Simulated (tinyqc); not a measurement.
Inside a calculation. Method: lattice vibrations of a chain. Computed by tinyqc, a small Python program that keeps every step. Command: `OMP_NUM_THREADS=1 python tinyqc.py 24991 24992 out.jsonl` (the two numbers bound the seeds that draw the settings). One thread of a shared host (Intel(R) Xeon(R) Processor @ 2.60GHz), about 0.01 s of CPU time with the checks.

## Dynamical matrix at q = 0.45

A chain moving along its axis:
```
atom    mass (u)  spring to the next atom (eV/angstrom^2)
1      36.400000                                16.700000
2      59.000000                                 3.300000
3     110.000000                                 4.100000
4      92.100000                                29.300000
```

q is in units of 2 pi/a. A spring k from atom i to atom j, n cells on, adds k to Phi_ii and Phi_jj, -k exp(2 pi i q n) to Phi_ij and the conjugate to Phi_ji (for one atom a cell: 2k (1 - cos 2 pi q n)); D_ij = Phi_ij / sqrt(m_i m_j).

D(q) (eV/(angstrom^2 u)):
```
                    1          2          3                   4
1            1.263736  -0.360363   0.000000  0.481275+0.156376i
2           -0.360363   0.338983  -0.040963            0.000000
3            0.000000  -0.040963   0.067273           -0.040734
4  0.481275-0.156376i   0.000000  -0.040734            0.362649
```

## Frequencies

omega^2 are the eigenvalues; wavenumber = 521.4708 sqrt(eigenvalue) 1/cm.

eigenvalues: 0.034447  0.060934  0.358243  1.579018

wavenumbers (1/cm): 96.8  128.7  312.1  655.3

weights |e|^2 of the mass-weighted modes:
```
          mode 1    mode 2    mode 3    mode 4
atom 1  0.167957  0.036459  0.000419  0.795165
atom 2  0.211222  0.110303  0.611364  0.067111
atom 3  0.170655  0.792886  0.036444  0.000016
atom 4  0.450165  0.060352  0.351774  0.137709
```

## Dispersion and heat capacity

C/k_B per atom = mean over q = (j + 1/2)/80, j = 0..39 and all branches of y^2 e^y/(e^y - 1)^2, y = hc wavenumber / k_B T.

Wavenumbers (1/cm):
```
q           branch 1    branch 2    branch 3    branch 4
0.000000    0.000000  169.549421  307.400389  655.360869
0.062500   14.812285  168.554522  307.597738  655.357517
0.125000   29.517691  165.617729  308.153184  655.347971
0.187500   44.001021  160.875421  308.967071  655.333680
0.250000   58.124802  154.538325  309.901850  655.316817
0.312500   71.695409  146.894856  310.811071  655.299948
0.375000   84.353340  138.396319  311.563114  655.285642
0.437500   95.098801  130.115636  312.056519  655.276081
0.500000  100.244731  125.786062  312.228111  655.272723
```

Heat capacity:
```
T (K)  C/k_B per atom
20           0.099305
50           0.261596
100          0.464819
200          0.690751
300          0.812309
600          0.939894
1200         0.983854
```

zero-point energy per atom = 18.177336 meV
